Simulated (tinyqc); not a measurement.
Worked calculation: ROHF in the sto-3g basis, for H3, spin multiplicity 2. This run ends on a higher stationary point, not on the lowest solution. Computed by tinyqc, a small Python program that keeps every step (integrals from PySCF). Settings: charge = 0, multiplicity = 2, basis = sto-3g, energy threshold = 1e-08, iteration cap = 60, orthogonalisation = symmetric, start = random, DIIS depth = 4, method = ROHF. Command: `OMP_NUM_THREADS=1 python tinyqc.py 26507 26508 out.jsonl` (the two numbers bound the seeds that draw the settings). One thread of a shared host (Intel(R) Xeon(R) Processor @ 2.60GHz), about 0.05 s of CPU time with the checks. Later iterations appear only in the table of the cycle.

## One-electron integrals

Geometry (angstrom):

| atom | x | y | z |
|---|---|---|---|
| H | 0.0000 | 0.0000 | 0.0000 |
| H | 0.0000 | 0.0000 | 0.7650 |
| H | 0.0000 | 0.6970 | 0.3150 |

Basis sto-3g: exponents (1/bohr^2) and contraction coefficients of normalised primitives:

| element | l (shell) | exponent | coefficient |
|---|---|---|---|
| H | s (1) | 3.4253 | 0.1543 |
| H | s (1) | 0.6239 | 0.5353 |
| H | s (1) | 0.1689 | 0.4446 |

Overlap, kinetic and nuclear-attraction integrals over the contracted functions; the nuclear repulsion is the sum of Za Zb / Rab.

nuclear repulsion = 2.021419 hartree

overlap S, lower triangle:
```
        1H 1s   2H 1s   3H 1s
1H 1s  1.0000
2H 1s  0.6435  1.0000
3H 1s  0.6436  0.6017  1.0000
```

kinetic energy T (hartree), lower triangle:
```
        1H 1s   2H 1s   3H 1s
1H 1s  0.7600
2H 1s  0.2223  0.7600
3H 1s  0.2224  0.1870  0.7600
```

nuclear attraction V (hartree), lower triangle:
```
         1H 1s    2H 1s    3H 1s
1H 1s  -2.5035
2H 1s  -1.5717  -2.4646
3H 1s  -1.5719  -1.4535  -2.4647
```

core Hamiltonian H = T + V (hartree), lower triangle:
```
         1H 1s    2H 1s    3H 1s
1H 1s  -1.7435
2H 1s  -1.3493  -1.7046
3H 1s  -1.3495  -1.2665  -1.7047
```

## Two-electron integrals

Functions are numbered as in S; the eight-fold symmetry (ij|kl) = (ji|kl) = (kl|ij) leaves the list below.

Two-electron integrals (ij|kl) in chemists' order, unique and non-zero (hartree):
```
(11|11) 0.7746   (21|11) 0.4304   (21|21) 0.2813   (22|11) 0.5606
(22|21) 0.4304   (22|22) 0.7746   (31|11) 0.4305   (31|21) 0.2592
(31|22) 0.3627   (31|31) 0.2814   (32|11) 0.3484   (32|21) 0.2433
(32|22) 0.3948   (32|31) 0.2433   (32|32) 0.2420   (33|11) 0.5607
(33|21) 0.3626   (33|22) 0.5368   (33|31) 0.4305   (33|32) 0.3948
(33|33) 0.7746
```

## Orthogonalisation

S = U s U^T; symmetric (Loewdin) form X = U s^(-1/2) U^T, so that X^T S X = 1.

eigenvalues of S: 0.3423  0.3983  2.2595

X, lower triangle:
```
         1H 1s    2H 1s   3H 1s
1H 1s   1.3511
2H 1s  -0.3504   1.3039
3H 1s  -0.3505  -0.2805  1.3040
```

## Starting guess

The start is random orthonormal orbitals; D(s) = C_occ C_occ^T for each spin.

D(alpha) at the start, lower triangle:
```
         1H 1s   2H 1s   3H 1s
1H 1s   2.0656
2H 1s  -0.7654  1.1104
3H 1s  -0.9233  0.4697  0.4324
```

D(beta) at the start, lower triangle:
```
         1H 1s   2H 1s   3H 1s
1H 1s   1.9545
2H 1s  -0.4293  0.0943
3H 1s  -0.8281  0.1819  0.3509
```

## Iteration 1: building the Fock matrix

J_ij = sum D_kl (ij|kl) with D = D(alpha) + D(beta), K_ij = sum D_kl (ik|jl) for each spin; F = H + J - K(s); E = tr D H + tr D J / 2 - 0.5 sum_s tr D(s) K(s) + E_nn.

Coulomb J (hartree), lower triangle:
```
        1H 1s   2H 1s   3H 1s
1H 1s  2.1461
2H 1s  1.2700  1.8231
3H 1s  1.2169  1.0673  1.6475
```

exchange K(alpha) (hartree), lower triangle:
```
        1H 1s   2H 1s   3H 1s
1H 1s  0.8237
2H 1s  0.5515  0.8086
3H 1s  0.3876  0.4870  0.3883
```

exchange K(beta) (hartree), lower triangle:
```
        1H 1s   2H 1s   3H 1s
1H 1s  0.6509
2H 1s  0.2128  0.0789
3H 1s  0.1674  0.0620  0.0663
```

F(alpha) (hartree), lower triangle:
```
         1H 1s    2H 1s    3H 1s
1H 1s  -0.4210
2H 1s  -0.6308  -0.6900
3H 1s  -0.5202  -0.6862  -0.4456
```

F(beta) (hartree), lower triangle:
```
         1H 1s    2H 1s    3H 1s
1H 1s  -0.2483
2H 1s  -0.2922   0.0397
3H 1s  -0.3000  -0.2612  -0.1235
```

total energy of this density = -0.236467 hartree

## Iteration 1: Roothaan effective Fock matrix

With projectors Pc = D(beta) S, Po = (D(alpha) - D(beta)) S, Pv = 1 - D(alpha) S, the block xy is Px^T F Py; with Fc = (F(alpha) + F(beta))/2, the blocks are Fc for cc, oo, vv and cv, F(beta) for co and F(alpha) for ov.

effective F (hartree), lower triangle:
```
         1H 1s    2H 1s    3H 1s
1H 1s  -0.3249
2H 1s  -0.4552  -0.3373
3H 1s  -0.3868  -0.4455  -0.2390
```

## Iteration 1: diagonalisation and new density

Diagonalise F' = X^T F X, C = X C', fill 2 alpha and 1 beta electrons from the bottom; D(s) = C_occ C_occ^T. Each column has its largest component positive (the first on a tie).

F' = X^T F X (hartree), lower triangle:
```
         1        2       3
1   0.0240
2  -0.3145   0.0337
3  -0.2226  -0.3197  0.1171
```

orbital energies (hartree): MO1 -0.5185, MO2 0.2854, MO3 0.4079

coefficients C:
```
          MO1      MO2      MO3
1H 1s  0.3783   1.3395  -0.3657
2H 1s  0.4729  -0.4201   1.2254
3H 1s  0.2977  -0.9626  -0.9417
```

D(alpha) after iteration 1, lower triangle:
```
         1H 1s   2H 1s   3H 1s
1H 1s   1.9375
2H 1s  -0.3839  0.4001
3H 1s  -1.1769  0.5452  1.0153
```

D(beta) after iteration 1, lower triangle:
```
        1H 1s   2H 1s   3H 1s
1H 1s  0.1431
2H 1s  0.1789  0.2237
3H 1s  0.1126  0.1408  0.0886
```

## Iteration 2: building the Fock matrix

As before.

Coulomb J (hartree), lower triangle:
```
        1H 1s   2H 1s   3H 1s
1H 1s  1.9655
2H 1s  1.2312  1.8355
3H 1s  1.2258  1.1214  1.8332
```

exchange K(alpha) (hartree), lower triangle:
```
        1H 1s   2H 1s   3H 1s
1H 1s  0.8379
2H 1s  0.5453  0.6281
3H 1s  0.4746  0.5399  0.6589
```

exchange K(beta) (hartree), lower triangle:
```
        1H 1s   2H 1s   3H 1s
1H 1s  0.5226
2H 1s  0.4838  0.5549
3H 1s  0.4430  0.4467  0.4582
```

F(alpha) (hartree), lower triangle:
```
         1H 1s    2H 1s    3H 1s
1H 1s  -0.6159
2H 1s  -0.6635  -0.4972
3H 1s  -0.5984  -0.6849  -0.5304
```

F(beta) (hartree), lower triangle:
```
         1H 1s    2H 1s    3H 1s
1H 1s  -0.3006
2H 1s  -0.6020  -0.4240
3H 1s  -0.5667  -0.5917  -0.3298
```

total energy of this density = -1.139011 hartree

## Iteration 2: Roothaan effective Fock matrix

As before.

effective F (hartree), lower triangle:
```
         1H 1s    2H 1s    3H 1s
1H 1s  -0.4332
2H 1s  -0.6235  -0.4685
3H 1s  -0.5807  -0.6521  -0.4485
```

## Iteration 2: DIIS over 2 matrices

error matrix X^T (FDS - SDF) X:
```
         1        2       3
1   0.0000  -0.0067  0.0532
2   0.0067   0.0000  0.1214
3  -0.0532  -0.1214  0.0000
```

B (overlaps of the stored error matrices):
```
               1              2
1  3.6071775e-01  9.1833380e-02
2  9.1833380e-02  3.5210270e-02
```

Minimise |sum c_i e_i|^2 with sum c_i = 1: solve [B -1; -1 0][c; lambda] = [0; -1] with B_ij = tr e_i^T e_j, and take F = sum c_i F_i.

DIIS coefficients: -0.2668  1.2668

extrapolated F (hartree), lower triangle:
```
         1H 1s    2H 1s    3H 1s
1H 1s  -0.4621
2H 1s  -0.6684  -0.5035
3H 1s  -0.6324  -0.7072  -0.5044
```

## Iteration 2: diagonalisation and new density

As before.

F' = X^T F X (hartree), lower triangle:
```
         1        2       3
1   0.0908
2  -0.4447   0.0513
3  -0.3671  -0.4797  0.0100
```

orbital energies (hartree): MO1 -0.8135, MO2 0.4191, MO3 0.5465

coefficients C:
```
          MO1      MO2      MO3
1H 1s  0.3063   1.1893  -0.7503
2H 1s  0.4330   0.0148   1.3092
3H 1s  0.4127  -1.1772  -0.5881
```

D(alpha) after iteration 2, lower triangle:
```
         1H 1s   2H 1s   3H 1s
1H 1s   1.5083
2H 1s   0.1503  0.1877
3H 1s  -1.2737  0.1612  1.5562
```

D(beta) after iteration 2, lower triangle:
```
        1H 1s   2H 1s   3H 1s
1H 1s  0.0938
2H 1s  0.1326  0.1875
3H 1s  0.1264  0.1787  0.1703
```

## Iteration 3: building the Fock matrix

As before.

Coulomb J (hartree), lower triangle:
```
        1H 1s   2H 1s   3H 1s
1H 1s  1.9119
2H 1s  1.2070  1.7954
3H 1s  1.2354  1.1318  1.9227
```

exchange K(alpha) (hartree), lower triangle:
```
        1H 1s   2H 1s   3H 1s
1H 1s  0.7753
2H 1s  0.5590  0.5832
3H 1s  0.4814  0.5242  0.7790
```

exchange K(beta) (hartree), lower triangle:
```
        1H 1s   2H 1s   3H 1s
1H 1s  0.4889
2H 1s  0.4592  0.5296
3H 1s  0.4546  0.4617  0.5181
```

F(alpha) (hartree), lower triangle:
```
         1H 1s    2H 1s    3H 1s
1H 1s  -0.6069
2H 1s  -0.7013  -0.4924
3H 1s  -0.5955  -0.6589  -0.5610
```

F(beta) (hartree), lower triangle:
```
         1H 1s    2H 1s    3H 1s
1H 1s  -0.3206
2H 1s  -0.6016  -0.4388
3H 1s  -0.5687  -0.5964  -0.3001
```

total energy of this density = -1.163840 hartree

## Iteration 3: Roothaan effective Fock matrix

As before.

effective F (hartree), lower triangle:
```
         1H 1s    2H 1s    3H 1s
1H 1s  -0.4646
2H 1s  -0.6500  -0.4651
3H 1s  -0.5821  -0.6291  -0.4298
```

## Iteration 3: DIIS over 3 matrices

error matrix X^T (FDS - SDF) X:
```
        1        2        3
1  0.0000  -0.0118  -0.0655
2  0.0118   0.0000  -0.0070
3  0.0655   0.0070   0.0000
```

B (overlaps of the stored error matrices), lower triangle:
```
                1               2              3
1   3.6071775e-01
2   9.1833380e-02   3.5210270e-02
3  -4.6395468e-02  -8.5057849e-03  8.9677999e-03
```

As before.

DIIS coefficients: 0.1645  -0.1329  0.9685

extrapolated F (hartree), lower triangle:
```
         1H 1s    2H 1s    3H 1s
1H 1s  -0.4458
2H 1s  -0.6215  -0.4436
3H 1s  -0.5502  -0.5958  -0.3960
```

## Iteration 3: diagonalisation and new density

As before.

F' = X^T F X (hartree), lower triangle:
```
         1        2       3
1   0.0464
2  -0.4416   0.0555
3  -0.3156  -0.3874  0.0537
```

orbital energies (hartree): MO1 -0.7135, MO2 0.3607, MO3 0.5084

coefficients C:
```
          MO1      MO2      MO3
1H 1s  0.3786  -1.0333  -0.9274
2H 1s  0.4357  -0.1962   1.2936
3H 1s  0.3370   1.2792  -0.3901
```

D(alpha) after iteration 3, lower triangle:
```
         1H 1s    2H 1s   3H 1s
1H 1s   1.2112
2H 1s   0.3677   0.2283
3H 1s  -1.1943  -0.1041  1.7499
```

D(beta) after iteration 3, lower triangle:
```
        1H 1s   2H 1s   3H 1s
1H 1s  0.1434
2H 1s  0.1650  0.1898
3H 1s  0.1276  0.1468  0.1136
```

## Iteration 4: building the Fock matrix

As before.

Coulomb J (hartree), lower triangle:
```
        1H 1s   2H 1s   3H 1s
1H 1s  1.8983
2H 1s  1.2063  1.8022
3H 1s  1.2336  1.1335  1.9290
```

exchange K(alpha) (hartree), lower triangle:
```
        1H 1s   2H 1s   3H 1s
1H 1s  0.7291
2H 1s  0.5662  0.5943
3H 1s  0.4850  0.5130  0.8200
```

exchange K(beta) (hartree), lower triangle:
```
        1H 1s   2H 1s   3H 1s
1H 1s  0.5244
2H 1s  0.4764  0.5349
3H 1s  0.4534  0.4486  0.4803
```

F(alpha) (hartree), lower triangle:
```
         1H 1s    2H 1s    3H 1s
1H 1s  -0.5743
2H 1s  -0.7093  -0.4966
3H 1s  -0.6009  -0.6459  -0.5957
```

F(beta) (hartree), lower triangle:
```
         1H 1s    2H 1s    3H 1s
1H 1s  -0.3695
2H 1s  -0.6195  -0.4373
3H 1s  -0.5694  -0.5815  -0.2560
```

total energy of this density = -1.181714 hartree

## Iteration 4: Roothaan effective Fock matrix

As before.

effective F (hartree), lower triangle:
```
         1H 1s    2H 1s    3H 1s
1H 1s  -0.4860
2H 1s  -0.6741  -0.4712
3H 1s  -0.5816  -0.6040  -0.4055
```

## Iteration 4: DIIS over 4 matrices

error matrix X^T (FDS - SDF) X:
```
         1        2        3
1   0.0000   0.0028  -0.0552
2  -0.0028   0.0000   0.0163
3   0.0552  -0.0163   0.0000
```

B (overlaps of the stored error matrices), lower triangle:
```
                1               2              3              4
1   3.6071775e-01
2   9.1833380e-02   3.5210270e-02
3  -4.6395468e-02  -8.5057849e-03  8.9677999e-03
4  -2.3609258e-02  -1.9666302e-03  6.9413229e-03  6.6349085e-03
```

As before.

DIIS coefficients: 0.2731  -0.0753  3.1887  -2.3865

extrapolated F (hartree), lower triangle:
```
         1H 1s    2H 1s    3H 1s
1H 1s  -0.3776
2H 1s  -0.5411  -0.4154
3H 1s  -0.5301  -0.6370  -0.4344
```

## Iteration 4: diagonalisation and new density

As before.

F' = X^T F X (hartree), lower triangle:
```
         1        2       3
1   0.0644
2  -0.3296   0.0695
3  -0.2955  -0.4846  0.0265
```

orbital energies (hartree): MO1 -0.6942, MO2 0.3173, MO3 0.5373

coefficients C:
```
          MO1      MO2      MO3
1H 1s  0.2517   1.4021  -0.2046
2H 1s  0.4431  -0.4967   1.2078
3H 1s  0.4548  -0.8226  -1.0092
```

D(alpha) after iteration 4, lower triangle:
```
         1H 1s   2H 1s   3H 1s
1H 1s   2.0294
2H 1s  -0.5849  0.4430
3H 1s  -1.0390  0.6101  0.8836
```

D(beta) after iteration 4, lower triangle:
```
        1H 1s   2H 1s   3H 1s
1H 1s  0.0634
2H 1s  0.1115  0.1963
3H 1s  0.1145  0.2015  0.2069
```

## Iteration 13 (converged): orbitals

converged F (hartree), lower triangle:
```
         1H 1s    2H 1s    3H 1s
1H 1s  -0.4070
2H 1s  -0.5875  -0.4637
3H 1s  -0.5874  -0.6633  -0.4637
```

As before.

F' = X^T F X (hartree), lower triangle:
```
         1        2       3
1   0.0930
2  -0.3598   0.0318
3  -0.3597  -0.4693  0.0317
```

orbital energies (hartree): MO1 -0.7460, MO2 0.4015, MO3 0.5010

coefficients C:
```
          MO1      MO2      MO3
1H 1s  0.2768   1.4123  -0.0017
2H 1s  0.4371  -0.6734   1.1213
3H 1s  0.4371  -0.6764  -1.1196
```

D(alpha) after iteration 13, lower triangle:
```
         1H 1s   2H 1s   3H 1s
1H 1s   2.0712
2H 1s  -0.8301  0.6445
3H 1s  -0.8344  0.6466  0.6486
```

D(beta) after iteration 13, lower triangle:
```
        1H 1s   2H 1s   3H 1s
1H 1s  0.0766
2H 1s  0.1210  0.1911
3H 1s  0.1210  0.1910  0.1910
```

## Convergence

Stop when the energy changes by less than 1e-08 hartree and every element of the error matrix X^T (F D S - S D F) X is below 3e-05.

Course of the cycle:

| iteration | E (hartree) | change | largest element of the error matrix |
|---|---|---|---|
| 1 | -0.236467 | - | 2.98e-01 |
| 2 | -1.139011 | -9.03e-01 | 1.21e-01 |
| 3 | -1.163840 | -2.48e-02 | 6.55e-02 |
| 4 | -1.181714 | -1.79e-02 | 5.52e-02 |
| 5 | -1.146291 | 3.54e-02 | 2.57e-02 |
| 6 | -1.145552 | 7.39e-04 | 1.40e-02 |
| 7 | -1.146036 | -4.84e-04 | 9.27e-03 |
| 8 | -1.147762 | -1.73e-03 | 1.51e-02 |
| 9 | -1.145880 | 1.88e-03 | 4.30e-03 |
| 10 | -1.145839 | 4.16e-05 | 3.76e-03 |
| 11 | -1.145846 | -7.65e-06 | 8.13e-04 |
| 12 | -1.145846 | 5.75e-07 | 7.46e-05 |
| 13 | -1.145846 | -6.28e-09 | 4.49e-06 |

PySCF ROHF in the same basis = -1.231101 hartree

Converged in 13 iterations. But the solution lies 0.08526 hartree above the reference: it is another stationary point, not the lowest one. Reruns (cap 100 unless said): DIIS 8: converged in 17 to a higher stationary point; atomic densities as start, DIIS 8: converged in 18.

## Populations, bond orders and dipole

Mulliken: Z minus the diagonal of D S on the atom; Loewdin: the same with S^(1/2) D S^(1/2); Mayer order: 2 sum_s sum (D(s) S)_ij (D(s) S)_ji over the two atoms.

Charges (e):

| atom | Mulliken | Loewdin | Mulliken spin |
|---|---|---|---|
| 1H | -0.2323 | -0.2688 | 0.7677 |
| 2H | 0.1167 | 0.1351 | 0.1155 |
| 3H | 0.1156 | 0.1338 | 0.1168 |

Mayer bond orders:

| pair | order |
|---|---|
| 2-1 | 0.1783 |
| 3-1 | 0.1783 |
| 3-2 | 0.7947 |

dipole moment about the origin, x y z (debye): 0.0000  0.3869  0.6037
